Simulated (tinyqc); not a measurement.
Worked calculation: admittance spectroscopy and thermally stimulated current of one trap level in a depletion layer. Computed by tinyqc, a small Python program that keeps every step. Command: `OMP_NUM_THREADS=1 python tinyqc.py 3114166 3114167 out.jsonl admit walk`. One thread of a shared host (Intel(R) Xeon(R) Processor @ 2.30GHz), about 0.01 s of CPU time with the checks. Intermediate numbers are printed to about 6 digits and carried at full precision; extremes and crossings named in words are read from the listed rows.

A Schottky junction on n-type material holds one donor-like electron trap; shallow donors are fully ionised and abrupt depletion edges are assumed.

Inputs (values chosen for the exercise, modelled on n-type GaAs):
```
quantity,value,unit
dielectric constant eps,13,-
density-of-states mass m,0.0684,m_0
shallow doping N,1.8e+16,1/cm^3
trap density N_t,9.4e+15,1/cm^3
trap depth E_t below the band,0.31,eV
capture cross section sigma,1.8e-14,cm^2
band bending V_b,0.85,V
test frequency f,600000,Hz
heating rate beta,0.31,K/s
```

Constants: k_B = 1.380649e-23 J/K; m_0 = 9.1093837015e-31 kg; h = 6.62607015e-34 J s; k_B = 8.617333262e-05 eV/K; eps_0 = 8.8541878128e-12 F/m; e = 1.602176634e-19 C.

## Temperature of the peak

N_c = 2 (2 pi m k_B T/h^2)^(3/2), v_th = sqrt(3 k_B T/m), emission rate e_n = sigma v_th N_c exp(-E_t/(k_B T)). Where the level crosses the Fermi level capture equals emission, so the trap follows the signal with the rate 2 e_n; G/omega peaks at omega = 2 e_n (the correction for large N_t/N is left out). Solve 2 e_n(T_p) = 2 pi f.

peak temperature T_p = 296.375 K

N_c at T_p = 4.40796e+17 1/cm^3

e_n at T_p = 1.88496e+06 1/s

E_c - E_F = k_B T_p ln(N_c/N) = 0.0816812 eV

Caution: N_t/N is not small, so the peak moves away from omega = 2 e_n.

## The capacitance step

With E_c - E_F = k_B T_p ln(N_c/N): lambda = sqrt(2 eps eps_0 (E_t - (E_c - E_F))/(e^2 N)); traps are empty and charged for x < x_t = w - lambda, and V_b = e (N w^2 + N_t x_t^2)/(2 eps eps_0). High frequency: C_hf = eps eps_0/w. Low frequency: C_lf = eps eps_0 (N + N_t)/(N w + N_t x_t).

lambda = 135.002 nm

depletion width w = 247.477 nm

crossing point x_t = 112.475 nm

C_hf = 46.5112 nF/cm^2

C_lf = 57.2197 nF/cm^2

step (C_lf - C_hf)/C_hf = 0.230235

small-N_t estimate (N_t/N)(lambda/w) = 0.284879

Reading N_t/N straight from the step would give 0.230 against the true 0.522: the factor lambda/w must be known.

## Scan in temperature at fixed frequency

With x = omega/(2 e_n): C = C_hf + (C_lf - C_hf)/(1 + x^2), G/omega = (C_lf - C_hf) x/(1 + x^2); C_hf and C_lf are held at their values at T_p.

Admittance:
```
T (K),omega/(2 e_n),C (nF/cm^2),G/omega (nF/cm^2)
260.8,6.76306,46.7403,1.54950
272.7,3.38825,47.3692,2.90724
281.6,2.09416,48.4996,4.16400
290.4,1.33709,50.3524,5.13601
296.4,0.99883,51.8717,5.35424
302.3,0.75770,53.3141,5.15455
311.2,0.50873,55.0180,4.32771
323.0,0.30957,56.2832,3.02512
337.9,0.17310,56.9081,1.79972
```

The peak of G/omega is half the step, 5.35 nF/cm^2. Its full width is near 2 ln(2 + sqrt3) k_B T_p^2/(E_t + 2 k_B T_p) = 55.2 K.

## Arrhenius plot

T_p for 0.1, 0.3, 1, 3 and 10 f; least-squares lines of ln(e_n/T^2) and of ln(e_n) against 1/(k_B T), e_n = pi f; sigma = exp(intercept)/(v_th N_c/T^2).

Peaks:
```
f (Hz),T_p (K),1/(k_B T) (1/eV),ln(e_n/T^2),ln(e_n)
6.00e+04,254.488,45.5994,1.06832,12.1468
1.80e+05,272.994,42.5084,2.02655,13.2454
6.00e+05,296.375,39.1548,3.06616,14.4494
1.80e+06,321.191,36.1296,4.00396,15.5480
6.00e+06,353.170,32.8582,5.01810,16.7520
```

depth from e_n/T^2 = 0.31 eV

cross section from the intercept = 1.80e-14 cm^2

depth without the T^2 = 0.361348 eV

Leaving out T^2 adds 51 meV, near 2 k_B T_p = 51 meV.

## Thermally stimulated current

Thermally stimulated current without retrapping: filled share n(T) = exp(-(1/beta) int e_n dT), current proportional to e_n n; the peak obeys beta (E_t/(k_B T^2) + 2/T) = e_n(T). The integral starts at 0.5 T_m and uses 4000 trapezoid steps to 1.2 T_m. Chen's first-order estimate from the full width W = T_2 - T_1 between the half-height points: E = 2.52 k_B T_m^2/W - 2 k_B T_m.

peak temperature T_m = 130.349 K

lower half-height T_1 = 124.345 K

upper half-height T_2 = 134.663 K

filled share at T_m = 0.390518

E_t/(k_B T_m) = 27.5983

symmetry factor (T_2 - T_m)/(T_2 - T_1) = 0.418107

depth by Chen's formula = 0.335133 eV

The slow ramp empties the trap at 130 K, far below the admittance peak at 296 K, since the rate asked for is 0.070 per second instead of 1.9e6. Chen's formula, made for a constant prefactor, gives 25 meV more than E_t.

Checks made by the program: C_lf against dQ/dV by differences (relative difference below 1e-10); depth recovered (relative difference below 1e-10); peak of the integrated curve (relative difference 2e-05).
